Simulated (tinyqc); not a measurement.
Plane-wave Kohn-Sham cycle with exchange-only LDA in a layered model solid, step by step. Computed by tinyqc, a small Python program that keeps every step. Settings: points = 16, plane-wave index or count = 2, electrons = 2, k points = 1, area = 34.0, mixing = 0.1, iteration cap = 55. Command: `OMP_NUM_THREADS=1 python tinyqc.py 30067 30068 out.jsonl` (the two numbers bound the seeds that draw the settings). One thread of a shared host (Intel(R) Xeon(R) Processor @ 2.60GHz), about 0.01 s of CPU time with the checks. Later iterations appear only in the table of the cycle.

## Iteration 1: potential

A solid whose potential varies along x alone (atomic units):
```
parameter                      value
period a                   11.200000
cross-section of the cell  34.000000
electrons per cell                 2
grid points                       16
plane waves -n..n, n               2
k points                           1
V1 in V1 cos(2 pi x/a)     -0.290000
```

density at the start, on the grid x_j = j a/N (e/bohr^3): 0.00525210  0.00525210  0.00525210  0.00525210  0.00525210  0.00525210  0.00525210  0.00525210  0.00525210  0.00525210  0.00525210  0.00525210  0.00525210  0.00525210  0.00525210  0.00525210

V_H(G) = 4 pi rho(G)/G^2 for G != 0 (uniform background); v_x = -(3 rho/pi)^(1/3); V = V_ext + V_H + v_x; Fourier components f(G_m) = (1/N) sum_j f(x_j) exp(-i G_m x_j).

Potentials on the grid (hartree):
```
x              V_ext       V_H        v_x          V
0.000000   -0.290000  0.000000  -0.171173  -0.461173
0.700000   -0.267925  0.000000  -0.171173  -0.439098
1.400000   -0.205061  0.000000  -0.171173  -0.376234
2.100000   -0.110978  0.000000  -0.171173  -0.282151
2.800000           0  0.000000  -0.171173  -0.171173
3.500000    0.110978  0.000000  -0.171173  -0.060195
4.200000    0.205061  0.000000  -0.171173   0.033888
4.900000    0.267925  0.000000  -0.171173   0.096752
5.600000    0.290000  0.000000  -0.171173   0.118827
6.300000    0.267925  0.000000  -0.171173   0.096752
7.000000    0.205061  0.000000  -0.171173   0.033888
7.700000    0.110978  0.000000  -0.171173  -0.060195
8.400000           0  0.000000  -0.171173  -0.171173
9.100000   -0.110978  0.000000  -0.171173  -0.282151
9.800000   -0.205061  0.000000  -0.171173  -0.376234
10.500000  -0.267925  0.000000  -0.171173  -0.439098
```

V(G_m), m = 0, 1, 2, ... (hartree): -0.171173  -0.145000  0.000000  0.000000  0.000000

## Iteration 1: Hamiltonian at one k

k = 0.000000 2 pi / a

H(m,m') = (k + G_m)^2/2 delta + V(G_m - G_m'), with V(-G) = V(G).

H (hartree):
```
           -2         -1         +0         +1         +2
-2   0.458266  -0.145000   0.000000   0.000000   0.000000
-1  -0.145000  -0.013813  -0.145000   0.000000   0.000000
+0   0.000000  -0.145000  -0.171173  -0.145000   0.000000
+1   0.000000   0.000000  -0.145000  -0.013813  -0.145000
+2   0.000000   0.000000   0.000000  -0.145000   0.458266
```

## Iteration 1: levels at that k

Diagonalise the Hermitian matrix.

eigenvalues (hartree): -0.321155  -0.054793  0.090056  0.499246  0.504379

## Iteration 1: new density

Motion across x is left out: the lowest 1 band(s) hold two electrons at each of the k points (j + 1/2)/nk - 1/2. Residual R = rho(out) - rho(in); rho(new) = rho(in) + 0.1 R. rho(out) = 2/(a A nk) sum |psi|^2 with psi = sum c exp(i G x). Harris energy E = band energy - dV sum rho (V_H/2 + v_x) + (3/4) dV sum rho v_x with rho(in), dV = a A/N, band energy = (2/nk) sum of the filled levels.

rho(out) (e/bohr^3): 0.01676445  0.01479199  0.01013510  0.00536551  0.00220493  0.00074082  0.00024391  0.00011008  0.00008447  0.00011008  0.00024391  0.00074082  0.00220493  0.00536551  0.01013510  0.01479199

density after iteration 1 (e/bohr^3): 0.00640334  0.00620609  0.00574040  0.00526344  0.00494738  0.00480097  0.00475128  0.00473790  0.00473534  0.00473790  0.00475128  0.00480097  0.00494738  0.00526344  0.00574040  0.00620609

energy per cell = -0.55672348 hartree

## Iteration 2: potential

As before.

Potentials on the grid (hartree):
```
x              V_ext        V_H        v_x          V
0.000000   -0.290000   0.034032  -0.182863  -0.438831
0.700000   -0.267925   0.030593  -0.180966  -0.418298
1.400000   -0.205061   0.021420  -0.176321  -0.359962
2.100000   -0.110978   0.009244  -0.171296  -0.273030
2.800000           0  -0.003089  -0.167796  -0.170885
3.500000    0.110978  -0.013635  -0.166124  -0.068781
4.200000    0.205061  -0.021452  -0.165549   0.018060
4.900000    0.267925  -0.026203  -0.165394   0.076329
5.600000    0.290000  -0.027792  -0.165364   0.096844
6.300000    0.267925  -0.026203  -0.165394   0.076329
7.000000    0.205061  -0.021452  -0.165549   0.018060
7.700000    0.110978  -0.013635  -0.166124  -0.068781
8.400000           0  -0.003089  -0.167796  -0.170885
9.100000   -0.110978   0.009244  -0.171296  -0.273030
9.800000   -0.205061   0.021420  -0.176321  -0.359962
10.500000  -0.267925   0.030593  -0.180966  -0.418298
```

V(G_m), m = 0, 1, 2, ... (hartree): -0.170945  -0.133785  -0.000028  -0.000140  0.000003

## Iteration 2: Hamiltonian at one k

k = 0.000000 2 pi / a

As before.

H (hartree):
```
           -2         -1         +0         +1         +2
-2   0.458494  -0.133785  -0.000028  -0.000140   0.000003
-1  -0.133785  -0.013585  -0.133785  -0.000028  -0.000140
+0  -0.000028  -0.133785  -0.170945  -0.133785  -0.000028
+1  -0.000140  -0.000028  -0.133785  -0.013585  -0.133785
+2   0.000003  -0.000140  -0.000028  -0.133785   0.458494
```

## Iteration 2: levels at that k

As before.

eigenvalues (hartree): -0.304720  -0.048768  0.080986  0.493702  0.497673

## Iteration 2: new density

As before.

rho(out) (e/bohr^3): 0.01640294  0.01453623  0.01009992  0.00548983  0.00235606  0.00084324  0.00029749  0.00013911  0.00010692  0.00013911  0.00029749  0.00084324  0.00235606  0.00548983  0.01009992  0.01453623

density after iteration 2 (e/bohr^3): 0.00740330  0.00703910  0.00617635  0.00528608  0.00468825  0.00440520  0.00430590  0.00427802  0.00427250  0.00427802  0.00430590  0.00440520  0.00468825  0.00528608  0.00617635  0.00703910

energy per cell = -0.52594953 hartree

## Convergence

Stop when sqrt(dV sum R^2) is below 1e-8, dV = a A/N.

Course of the cycle:
```
iteration  E (hartree)  norm of the residual
1          -0.55672348              1.15e-01
2          -0.52594953              1.01e-01
3          -0.50162758              8.79e-02
4          -0.48272533              7.65e-02
5          -0.46823822              6.63e-02
6          -0.45727311              5.72e-02
7          -0.44907012              4.92e-02
8          -0.44300073              4.21e-02
9          -0.43855636              3.59e-02
10         -0.43533333              3.06e-02
11         -0.43301688              2.60e-02
...                ...                   ...
45         -0.42757368              4.12e-04
46         -0.42757378              3.74e-04
47         -0.42757387              3.40e-04
48         -0.42757394              3.08e-04
49         -0.42757399              2.80e-04
50         -0.42757404              2.54e-04
51         -0.42757408              2.30e-04
52         -0.42757411              2.09e-04
53         -0.42757414              1.89e-04
54         -0.42757416              1.72e-04
55         -0.42757418              1.56e-04
```

Not converged within 55 iterations: the residual falls steadily but slowly, by a factor of about 0.91 a step. Reruns (cap 100 unless said): mixing 0.5, Kerker q0 1.0: converged in 88 (E = -0.42757); mixing 0.3, Pulay depth 5: converged in 10 (E = -0.42757); the original settings with a cap of 400: converged in 152 (E = -0.42757).
